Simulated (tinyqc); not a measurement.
Two ways to average the couplings: virtual-crystal alloy A(1-x)B(x) in sp3s* tight binding.

sp3s* tight binding, nearest neighbours only: anion (a) at 0, cation (c) at a/4 (1,1,1), orbitals s, px, py, pz, s* on each; k in units of 2 pi/a. With phases e_j = exp(i (pi/2) k.n_j) for n = (1,1,1), (1,-1,-1), (-1,1,-1), (-1,-1,1): g0 = (e1+e2+e3+e4)/4, g1 = (e1+e2-e3-e4)/4, g2 = (e1-e2+e3-e4)/4, g3 = (e1-e2-e3+e4)/4. The diagonal holds the levels Esa, Epa, Exa (s*) and Esc, Epc, Exc. Anion-cation block: <sa|sc> = Vss g0; <sa|xc> = Vsapc g1; <xa|sc> = -Vscpa g1; <xa|xc> = Vxx g0; <xa|yc> = <ya|xc> = Vxy g3, <xa|zc> = <za|xc> = Vxy g2, <ya|zc> = <za|yc> = Vxy g1; <s*a|xc> = Vxapc g1; <xa|s*c> = -Vpaxc g1; y and z take g2 and g3 in place of g1; s-s* and s*-s* vanish.

Virtual crystal: a(x) = (1 - x) aA + x aB (Vegard); the six levels are averaged linearly; the seven couplings follow Harrison's rule, V(x) a(x)^2 = (1 - x) V_A aA^2 + x V_B aB^2. No spin-orbit coupling and no disorder. Gaps are measured from the top of the valence band at Gamma; the Delta value is the minimum on (kx,0,0) for kx from 0.5 to 1.

Values chosen for the exercise (A near a published set for Ge, B for Si; such sets place X and L only to about 0.5 eV; not measured data):
```
symbol  value                                                                                          unit      meaning
aA      5.662                                                                                          angstrom  lattice constant of A
aB      5.427                                                                                          angstrom  of B
pA      (-5.866, 1.606, -5.866, 1.606, 6.37, 6.37, -6.767, 1.606, 4.883, 5.457, 5.457, 5.229, 5.229)   eV        order Esa, Epa, Esc, Epc, Exa, Exc, Vss, Vxx, Vxy, Vsapc, Vscpa, Vxapc, Vpaxc
pB      (-4.213, 1.716, -4.213, 1.716, 6.712, 6.712, -8.311, 1.72, 4.561, 5.729, 5.729, 5.364, 5.364)  eV        the same for B
```

The gaps with the 1/a^2 rule and with a plain linear average of all thirteen parameters.

Gaps (eV):
```
x      Gamma   Delta       L  Gamma, linear  Delta, linear  L, linear
0.10  1.2102  0.8136  0.9241         1.2211         0.8142     0.9292
0.25  1.6783  0.8776  1.1755         1.7012         0.8788     1.1862
0.50  2.4705  0.9835  1.6061         2.5015         0.9850     1.6205
0.90  3.4160  1.1506  2.3228         3.4172         1.1511     2.3281
```

Give the missing row, x = 0.75.

Computed row:
```
x      Gamma   Delta       L  Gamma, linear  Delta, linear  L, linear
0.75  3.2781  1.0883  2.0503         3.3018         1.0893     2.0612
```

At x = 0.5 the two rules differ by -31.0 (Gamma), -1.5 (Delta) and -14.4 meV (L), with lattice constants 4.15 % apart: in terms of bowing, b = 4 times the sag at x = 0.5, the rule adds +0.124, +0.006 and +0.058 eV. The ends x = 0 and 1 are the same under both rules.

Run: tinyqc, `OMP_NUM_THREADS=1 python tinyqc.py 1452529 1452530 out.jsonl`; Intel(R) Xeon(R) Processor @ 2.30GHz, one thread, shared host; about 0.1 s of CPU time with all checks.
